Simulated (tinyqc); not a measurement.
k.p theory built from an empirical-pseudopotential calculation at Gamma, step by step. Values are carried at full precision from step to step, so a last printed digit may differ when a step is redone from the rounded ones.

Empirical pseudopotential on the fcc lattice, atoms at +/- tau, tau = a (1,1,1)/8, no spin-orbit coupling. H(G,G') = c (2 pi/a)^2 |k + G|^2 delta + VS(q) cos(q.tau) + i VA(q) sin(q.tau), q = G - G', c = hbar^2/2m0; k and G in units of 2 pi/a; VS at |q|^2 = 3, 8, 11 and VA at 3, 4, 11, in rydberg, zero elsewhere. The basis is fixed: all 65 G with |G|^2 up to Gcut. Energies are counted from the fourth level at Gamma.

Constants: hbar^2/2m0 = 3.80998211 eV angstrom^2; Ry = 13.60569312 eV.

Parameters, chosen for this exercise (near those of GaAs; shifted at random, so the results belong to these values and not to a real crystal):
```
symbol  value                   unit        meaning
a       5.652                   angstrom    lattice constant
VS      (-0.235, 0.009, 0.061)  Ry          symmetric form factors
VA      (0.07, 0.051, 0.009)    Ry          antisymmetric form factors
Gcut    16                      (2 pi/a)^2  largest |G|^2 of the fixed basis
```

## Levels at Gamma

Diagonalise H at k = 0 and group equal levels.

Multiplets at Gamma:
```
multiplet  degeneracy    E (eV)
1                   1  -12.2212
2                   3    0.0000
3                   1    1.4432
4                   3    4.5414
5                   1    8.1824
6                   2    8.7866
7                   3   12.9814
8                   1   14.4437
9                   3   27.1898
```

The lowest empty multiplet is a singlet at 1.443 eV; the lowest empty singlet (s-like) is multiplet 3.

## Mass of the s-like conduction level (multiplet 3)

For a multiplet A of d_A states, W(B) = (4 c/(3 d_A)) sum over n in A, m in B and i = x, y, z of |<n|G_i|m>|^2 (G in 1/angstrom, <n|G_i|m> = sum_G c_n(G)* G_i c_m(G)); the mean inverse mass of A is 1 + sum_B W(B)/(E_A - E_B). Multiplets with W = 0 are left out.

List the couplings (the first eight at most); W to the valence triplet is the Kane energy Ep.

Couplings:
```
multiplet B  degeneracy  E_B (eV)   W (eV)  W/(E_A - E_B)
2                     3    0.0000  18.2077        12.6165
4                     3    4.5414   0.0168        -0.0054
7                     3   12.9814   0.2127        -0.0184
10                    3   27.6837   0.3935        -0.0150
12                    3   28.2724   0.2194        -0.0082
15                    3   41.4166   0.0312        -0.0008
17                    3   42.2503   0.0006         0.0000
19                    3   43.0532   0.0106        -0.0003
```

sum over the higher multiplets = -0.0012
1/m = 13.5672

Ep = 18.21 eV. The valence triplet gives 12.62, all other levels together -0.05; m = 0.0737, against 0.0734 for two levels alone.

## Valence parameters

Fold all other levels onto the valence triplet: D(u) = c + 4 c^2 sum_m <n|u.G|m><m|u.G|n'>/(0 - E_m), in units of c. Along [100] its eigenvalues are L (once) and M (twice); along [111] (L + 2M + 2N)/3 (once) and (L + 2M - N)/3 (twice). Then g1 = -(L + 2M)/3, g2 = -(L - M)/6, g3 = -N/6.

eigenvalues along [100]: [-13.101, -2.117, -2.117]

eigenvalues along [111]: [-15.551, -0.892, -0.892]

L, M, N: [-13.101, -2.117, -14.659]

g1, g2, g3: [5.778, 1.831, 2.443]

With spin-orbit coupling added at fixed g1, g2, g3 and large against the hole energy these give heavy and light masses along [100] of 0.472 and 0.106. The s-like level alone adds Ep/(3E) = 4.21 to g1. Local form factors fix Ep and the gap only roughly, so these values can lie far from measured ones.

## Checks

- 1/m of the s-like level from the sum against the curvature of the band: both 13.57.
- L and M against the curvatures along [100]: largest relative difference 1.8e-06.

Program tinyqc; command `OMP_NUM_THREADS=1 python tinyqc.py 1051068 1051069 out.jsonl`; about 0.3 s on one thread of a shared Intel(R) Xeon(R) Processor @ 2.30GHz.
